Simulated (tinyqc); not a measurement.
## Offset from the accumulated charge

Question. Layer 1 (x < 0) accumulates electrons and layer 2 (x > 0) is depleted. Boltzmann statistics. Sheet densities from the first integral: Q1 = sqrt((2 eps0 eps_r Vt N1/q)(exp(u1) - u1 - 1)) extra electrons, Q2 = sqrt((2 eps0 eps_r Vt N2/q)(exp(-u2) + u2 - 1)) missing ones, u = V/Vt; neutrality Q1 = Q2 + si. V1 + V2 = dE + Vt ln[(N2/Nc2)/(N1/Nc1)]. Find V1, V2 and dE.

Values chosen for this exercise; values of the order of III-V alloys:
- T = 300 K (temperature)
- eps_r = 12.2 (relative permittivity of both layers)
- Nc1 = 5.8e17 cm^-3 (density of states of the narrow-gap layer 1)
- Nc2 = 1.5e18 cm^-3 (density of states of the wide-gap layer 2)
- N1 = 1.7e16 cm^-3 (donor density in layer 1)
- N2 = 4.8e16 cm^-3 (donor density in layer 2)
- si = 0 cm^-2 (fixed charge at the interface)

Constants: q = 1.602176634e-19 C, kB = 1.380649e-23 J/K, Vt = kB T/q, eps0 = 8.8541878128e-14 F/cm where lengths are in cm. Results are converted to the units shown.

Q1 = 2.6197930e11 cm^-2

Answer. Each sheet density rises steadily with its bending, so Q1 fixes V1 and Q2 = Q1 - si fixes V2.

V1 = 0.07054 V
V2 = 0.1317 V
dE = 0.2000 eV

Computed by the program tinyqc: `OMP_NUM_THREADS=1 python tinyqc.py 2410102 2410103 out.jsonl`, one thread of a shared Intel Xeon 2.30GHz, about 0.1 s for the whole run.
